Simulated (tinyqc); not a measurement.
Harmonic frequencies on the RHF/sto-3g surface (energies and gradients from PySCF), for BeH2, spin multiplicity 1, step by step. Computed by tinyqc, a small Python program that keeps every step (integrals from PySCF). Settings: charge = 0, multiplicity = 1, basis = sto-3g, delta = 0.01. Command: `OMP_NUM_THREADS=1 python tinyqc.py 23192 23193 out.jsonl` (the two numbers bound the seeds that draw the settings). One thread of a shared host (Intel(R) Xeon(R) Processor @ 2.60GHz), about 1 s of CPU time with the checks.

## One row of the Hessian: 3Hy

optimised positions (bohr):
```
             x          y         z
1Be  -0.009504  -0.052245  0.045947
2H    0.040250   2.385840  0.065207
3H   -0.059092  -2.490442  0.026797
```

gradient at +delta (hartree/bohr):
```
               x            y            z
1Be  -0.00004822  -0.00239823  -0.00001959
2H   -0.00000047  -0.00000478   0.00000030
3H    0.00004870   0.00240301   0.00001929
```

gradient at -delta (hartree/bohr):
```
               x            y            z
1Be   0.00004080   0.00240426   0.00001480
2H    0.00000313  -0.00004082   0.00000169
3H   -0.00004393  -0.00236344  -0.00001649
```

Displace 3Hy by +/-0.01 bohr; H(k, :) = (g(+) - g(-)) / (2 delta).

row of the Hessian (hartree/bohr^2): 1Bex -0.00445125, 1Bey -0.24012447, 1Bez -0.00171932, 2Hx -0.00017998, 2Hy 0.00180187, 2Hz -0.00006944, 3Hx 0.00463123, 3Hy 0.23832260, 3Hz 0.00178876

## Hessian by finite differences

All rows are made in the same way, and the matrix is symmetrised.

Hessian (symmetrised) (hartree/bohr^2):
```
             1Bex         1Bey         1Bez          2Hx          2Hy          2Hz          3Hx          3Hy
1Bex   0.04282514   0.00891584   0.00007022  -0.02140876  -0.00446498  -0.00003527  -0.02141782  -0.00445085
1Bey   0.00891584   0.48029756   0.00344724  -0.00446609  -0.24017315  -0.00172879  -0.00444973  -0.24012445
1Bez   0.00007022   0.00344724   0.04267068  -0.00003526  -0.00172807  -0.02133130  -0.00003496  -0.00171917
2Hx   -0.02140876  -0.00446609  -0.00003526   0.01075045   0.00464605   0.00003669   0.01065903  -0.00017996
2Hy   -0.00446498  -0.24017315  -0.00172807   0.00464605   0.23837129   0.00179822  -0.00018109   0.00180187
2Hz   -0.00003527  -0.00172879  -0.02133130   0.00003669   0.00179822   0.01066986  -0.00000142  -0.00006943
3Hx   -0.02141782  -0.00444973  -0.00003496   0.01065903  -0.00018109  -0.00000142   0.01075951   0.00463081
3Hy   -0.00445085  -0.24012445  -0.00171917  -0.00017996   0.00180187  -0.00006943   0.00463081   0.23832260
3Hz   -0.00003495  -0.00171844  -0.02134082  -0.00000143  -0.00007017   0.01066216   0.00003638   0.00178860

              3Hz
1Bex  -0.00003495
1Bey  -0.00171844
1Bez  -0.02134082
2Hx   -0.00000143
2Hy   -0.00007017
2Hz    0.01066216
3Hx    0.00003638
3Hy    0.00178860
3Hz    0.01067938
```

## Normal modes

masses (u): 1Be 9.012182, 2H 1.007825, 3H 1.007825

Diagonalise H_ij / sqrt(m_i m_j); the 5 smallest eigenvalues belong to translations and rotations; wavenumber = sqrt(eigenvalue / 1822.888) x 219474.63; each mode has its largest component positive (the first on a tie); zero-point energy = sum of wavenumbers / 2, with 349.755 1/cm per kcal/mol.

eigenvalues of the mass-weighted Hessian (hartree/(bohr^2 u)): -0.000002  -0.000002  0.000000  0.000000  0.000000  0.025889  0.025889  0.234820  0.291705

harmonic wavenumbers of the vibrations (1/cm): 827.1  827.1  2491.0  2776.4

mass-weighted modes:
```
         mode 1     mode 2     mode 3     mode 4
1Bex  -0.416086   0.097801   0.000010  -0.008707
1Bey   0.009247   0.001286  -0.000204  -0.427424
1Bez  -0.097751  -0.416175   0.000008  -0.003367
2Hx    0.622001  -0.146201  -0.014417   0.013046
2Hy   -0.013849  -0.001932  -0.706633   0.639411
2Hz    0.146127   0.622135  -0.005580   0.005050
3Hx    0.622284  -0.146267   0.014386   0.012992
3Hy   -0.013802  -0.001913   0.707243   0.638738
3Hz    0.146194   0.622417   0.005557   0.005018
```

zero-point energy = 9.894900 kcal/mol

Within a degenerate level the vectors are fixed only up to a rotation; this is one choice.
